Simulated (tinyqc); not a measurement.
Length of a molecular wire: coherent transport through a tight-binding bridge. Computed by the program tinyqc. T = Gamma_L Gamma_R |G_1n|^2 with the self-energies of semi-infinite chains.

A uniform bridge between two chains:
```
parameter                        value
site energy (eV)              1.950000
hopping in the bridge (eV)    0.750000
lead hopping (eV)             2.380000
couplings (eV)              0.36, 0.49
E (eV)                        0.070000
```

Transmission against length:
```
sites           T     ln T
2      1.3869e-03   -6.581
3      3.3581e-04   -7.999
4      8.2742e-05   -9.400
5      2.0474e-05  -10.796
6      5.0717e-06  -12.192
8      3.1138e-07  -14.982
9      7.7158e-08  -16.377
10     1.9119e-08  -17.773
```

Estimate the missing row, sites = 7.

Computed row:
```
sites           T     ln T
7      1.2566e-06  -13.587
```

E lies outside the band of the bridge (|E - e|/2h = 1.253 > 1), so T decays as exp(-beta n) with beta = 2 arccosh(1.253) = 1.3952 a site; the last two rows give 1.3952.
